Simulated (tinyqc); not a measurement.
Inside a calculation. Model: charge control and current of a heterostructure field-effect transistor. Computed by tinyqc, a small Python program that keeps every step. Command: `OMP_NUM_THREADS=1 python tinyqc.py 3021091 3021092 out.jsonl hemt walk`. One thread of a shared host (Intel(R) Xeon(R) Processor @ 2.30GHz), about 0.01 s of CPU time with the checks. Intermediate numbers are printed to about 6 digits and carried at full precision; extremes and crossings named in words are read from the listed rows.

Two subbands in a triangular well; E_F is counted from the conduction band edge of the channel at the interface.

Inputs (values chosen for the exercise, modelled on AlGaAs/GaAs):
```
quantity,value,unit
channel mass m,0.067,m_0
permittivity eps (barrier and channel),12.6,-
barrier thickness d,34,nm
Schottky barrier phi_B,1.1,eV
conduction band offset dE_c,0.18,eV
delta-doping density N_d,4.6e+12,1/cm^2
gate voltage V_G,0,V
mobility mu,7800,cm^2/(V s)
saturation velocity v_s,1.2,1e7 cm/s
gate length L,64,nm
source resistance R_S,0.59,ohm mm
temperature T,300,K
mixing,0.5,-
iteration cap,200,-
spacer between delta layer and channel,4.2,nm
```

Charge source: delta doping. Velocity law: smooth.

Constants: e = 1.602176634e-19 C; eps_0 = 8.8541878128e-12 F/m; k_B = 8.617333262e-05 eV/K; hbar = 1.054571817e-34 J s; m_0 = 9.1093837015e-31 kg; k_B = 1.380649e-23 J/K.

## Threshold and barrier capacitance

Threshold V_T = phi_B - dE_c - e N_d (d - spacer)/(eps eps_0) (in volts); C_b = eps eps_0/d.

threshold voltage V_T = -1.04864 V

barrier capacitance C_b = 0.328126 microfarad/cm^2

The device is normally on.

## First iteration

Charge control: n_s = C_b (V_G - V_T - E_F/e)/e. Well: mean field F = e n_s/(2 eps eps_0), E_i = (hbar^2/2m)^(1/3) [(3 pi e F/2)(i + 3/4)]^(2/3), i = 0, 1; n_s = D k_B T sum_i ln(1 + exp((E_F - E_i)/k_B T)), D = m/(pi hbar^2), which is solved in closed form for E_F. Iteration from n_s = C_b (V_G - V_T)/(2e): E_F from n_s, n_out from the charge control, n_new = n_s + mixing (n_out - n_s), kept above n_s/10; stop when |n_out/n_s - 1| < 1e-9.

starting n_s = 1.07380e+12 1/cm^2

E_0 = 75.0253 meV

E_1 = 131.985 meV

E_F = 98.3656 meV

n_out = 1.94615e+12 1/cm^2

Caution: a density of n_out would put E_F above the conduction band minimum of the barrier, where parallel conduction sets in.

## Sheet density

The formulas are those given above.

Course of the iteration:
```
iteration,n_s (1/cm^2),E_F (meV),|n_out/n_s - 1|
1,1.07380e+12,98.366,8.12393e-01
2,1.50998e+12,136.293,2.37421e-01
3,1.68923e+12,150.668,8.86858e-02
4,1.76413e+12,156.521,3.56653e-02
5,1.79559e+12,158.954,1.47442e-02
6,1.80883e+12,159.974,6.16330e-03
7,1.81440e+12,160.403,2.58818e-03
...,...,...,...
19,1.81846e+12,160.715,8.07847e-08
20,1.81846e+12,160.715,3.40364e-08
21,1.81846e+12,160.715,1.43403e-08
22,1.81846e+12,160.715,6.04189e-09
23,1.81846e+12,160.715,2.54559e-09
24,1.81846e+12,160.715,1.07251e-09
25,1.81846e+12,160.715,4.51874e-10
```

sheet density n_s = 1.81846e+12 1/cm^2

Converged in 25 iterations.

## Levels and gate capacitance

C_g = e dn_s/dV_G = 1/(1/C_b + 1/C_q), 1/C_q = d(E_F/e)/d(e n_s) by a central difference of +/- 0.1 % in n_s; added distance dd = eps eps_0/C_q.

E_0 = 106.593 meV

E_1 = 187.519 meV

E_F = 160.715 meV

share in the second subband = 12.0756 %

gate capacitance C_g = 0.283514 microfarad/cm^2

added distance dd = 5.35007 nm

C_g is 86 % of C_b: the finite density of states and the rise of E_0 act as 5.4 nm of extra barrier. Caution: E_F lies above the conduction band minimum of the barrier, so electrons would spill into the barrier.

## Saturation current

With V = e n_s/C_g and V_c = v_s L/mu: for v = mu F/(1 + mu F/v_s), V_Dsat = V_c (sqrt(1 + 2V/V_c) - 1) and I/W = C_g v_s (V - V_Dsat); g_m = dI/dV; extrinsic g_m/(1 + g_m R_S); f_T = g_m/(2 pi C_g L).

V = 1.02764 V

V_c = 0.00984615 V

V_Dsat = 0.132750 V

saturation current I/W = 304.456 mA/mm

intrinsic g_m = 316.724 mS/mm

extrinsic g_m = 266.857 mS/mm

intrinsic f_T = 277.810 GHz

V/V_c = 104.37: velocity saturation rules; I is 87 % of e n_s v_s = 350 mA/mm.

## Gate length

The formulas are those given above.

Scaling; the last columns are v_s/(2 pi L) and mu V/(2 pi L^2):
```
L (nm),I/W (mA/mm),g_m (mS/mm),extrinsic g_m (mS/mm),f_T (GHz),velocity limit (GHz),mobility limit (GHz)
30,318.017,324.112,272.083,6.06485e+02,636.620,1.41747e+05
60,305.794,317.467,267.384,2.97026e+02,318.310,3.54366e+04
120,289.332,308.116,260.720,1.44138e+02,159.155,8.85916e+03
250,266.160,294.105,250.617,6.60402e+01,76.394,2.04115e+03
500,238.006,275.596,237.051,3.09420e+01,38.197,5.10288e+02
1000,203.621,250.434,218.195,1.40585e+01,19.099,1.27572e+02
2000,164.205,217.448,192.723,6.10341e+00,9.549,3.18930e+01
5000,109.843,162.670,148.425,1.82635e+00,3.820,5.10288e+00
```

f_T scales as L^-1.03 at the short end and L^-1.32 at the long end; the two limits cross at L = mu V/v_s = 6680 nm. g_m tends to C_g v_s = 340 mS/mm, and R_S cuts it by 16 % at the shortest gate. Fringe capacitances and short-channel effects, left out, lower f_T once L is below about ten barrier thicknesses.

Checks made by the program: iterated density against a bracketing root search (relative difference 4e-10).
